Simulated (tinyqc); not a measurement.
Biaxial strain splits the top of the valence band: sp3s* tight binding, strained.

sp3s* tight binding, nearest neighbours only: anion (a) at 0, cation (c) at a/4 (1,1,1), orbitals s, px, py, pz, s* on each; k in units of 2 pi/a. With phases e_j = exp(i (pi/2) k.n_j) for n = (1,1,1), (1,-1,-1), (-1,1,-1), (-1,-1,1): g0 = (e1+e2+e3+e4)/4, g1 = (e1+e2-e3-e4)/4, g2 = (e1-e2+e3-e4)/4, g3 = (e1-e2-e3+e4)/4. The diagonal holds the levels Esa, Epa, Exa (s*) and Esc, Epc, Exc. Anion-cation block: <sa|sc> = Vss g0; <sa|xc> = Vsapc g1; <xa|sc> = -Vscpa g1; <xa|xc> = Vxx g0; <xa|yc> = <ya|xc> = Vxy g3, <xa|zc> = <za|xc> = Vxy g2, <ya|zc> = <za|yc> = Vxy g1; <s*a|xc> = Vxapc g1; <xa|s*c> = -Vpaxc g1; y and z take g2 and g3 in place of g1; s-s* and s*-s* vanish.

Strain e moves each bond vector to d = (1 + e) d0 (no internal displacement for the diagonal strains used here) and k is given in fractions of the strained reciprocal cell, so the phases stay. Two-centre values Vss_sigma = Vss/4, Vsp_sigma = sqrt3 V/4 for each s-p and s*-p pair, Vpp_sigma = (Vxx + 2 Vxy)/4, Vpp_pi = (Vxx - Vxy)/4 are scaled by (d0/d)^eta and combined with the new direction cosines; the levels on the diagonal stay.

Inputs chosen for the exercise (near a published set for GaAs, fitted to gaps, whose masses and valley positions are rough; shifted at random, so the results belong to these values and not to a real crystal):

| symbol | value | unit | meaning |
|---|---|---|---|
| Esa | -8.303 | eV | s level of the anion |
| Epa | 1.038 | eV | p level of the anion |
| Esc | -2.641 | eV | s level of the cation |
| Epc | 3.632 | eV | p level of the cation |
| Exa | 8.504 | eV | s* level of the anion |
| Exc | 6.782 | eV | s* level of the cation |
| Vss | -6.398 | eV | s-s |
| Vxx | 1.948 | eV | px-px |
| Vxy | 5.033 | eV | px-py |
| Vsapc | 4.544 | eV | s anion, p cation |
| Vscpa | 5.714 | eV | s cation, p anion |
| Vxapc | 4.879 | eV | s* anion, p cation |
| Vpaxc | 4.762 | eV | p anion, s* cation |
| eta | 2 |  | scaling exponent |
| D001 | 0.92 |  | ratio -ezz/exx |

No spin-orbit coupling; k = 0; exx = eyy = e, ezz = -D001 e. The four bonds keep equal lengths, and the sums over them give Vxx(e) for px and py and Vzz(e) for pz; each level is the lower root of [[Epa, V], [V, Epc]], and the s level the upper root of the s block. The shear potential b follows from E(x,y) - E(z) = 3 b (exx - ezz), taken as the slope between e = -0.005 and 0.005.

Couplings and levels at Gamma (eV):

| e | ezz | Vxx(e) | Vzz(e) | E(x,y) | E(z) | E(x,y) - E(z) (meV) | upper s level |
|---|---|---|---|---|---|---|---|
| -0.020 | 0.0184 | 1.8433 | 2.2406 | 0.0811 | -0.2539 | 335.0 | 1.6076 |
| -0.010 | 0.0092 | 1.8966 | 2.0926 | 0.0373 | -0.1269 | 164.2 | 1.5662 |
| -0.005 | 0.0046 | 1.9226 | 2.0199 | 0.0159 | -0.0654 | 81.3 | 1.5454 |
| 0.005 | -0.0046 | 1.9730 | 1.8770 | -0.0261 | 0.0535 | -79.6 | 1.5032 |
| 0.020 | -0.0184 | 2.0448 | 1.6692 | -0.0865 | 0.2211 | -307.6 | 1.4392 |

Give the missing row, e = 0.010, ezz = -0.0092.

Computed row:
```
e          ezz  Vxx(e)  Vzz(e)   E(x,y)    E(z)  E(x,y) - E(z) (meV)  upper s level
0.010  -0.0092  1.9974  1.8069  -0.0466  0.1108               -157.4         1.4820
```

b = -2.793 eV

Under tension in the plane (e > 0) the bonds tilt towards the plane, Vxx grows to 1.9974 and Vzz falls to 1.8069 eV at e = 0.01, and the pz state forms the top of the valence band, by 157.4 meV; under compression (e = -0.01) the px, py pair does, by 164.2 meV. The slope gives b = -2.79 eV, a rough value, since on-site strain terms are left out (measured values lie near -2 eV).

Run: tinyqc, `OMP_NUM_THREADS=1 python tinyqc.py 1450148 1450149 out.jsonl`; Intel(R) Xeon(R) Processor @ 2.30GHz, one thread, shared host; about 0.1 s of CPU time with all checks.
